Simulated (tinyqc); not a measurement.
Gated graphene, quantum capacitance: one step of the calculation.

phi is the Fermi level above the Dirac point, in volts; Vg is counted from the gate voltage of charge neutrality. Ideal linear bands, no charge puddles.

Problem. Gate capacitance. Cox = eps0 eox/tox.

Parameters, values chosen for the exercise:

| symbol | value | unit | meaning |
|---|---|---|---|
| eox | 3.9 |  | relative permittivity of the gate insulator (close to silicon dioxide) |
| tox | 9.6 | nm | insulator thickness |

Constants: eps0 = 8.8541878128e-14 F/cm where lengths are in cm. Results are converted to the units shown.

Find: Cox.

Solution.

Cox = 0.35970 uF/cm^2

tinyqc, about 0.01 s, one thread, Intel Xeon 2.30GHz (shared host): `OMP_NUM_THREADS=1 python tinyqc.py 2200054 2200055 out.jsonl`
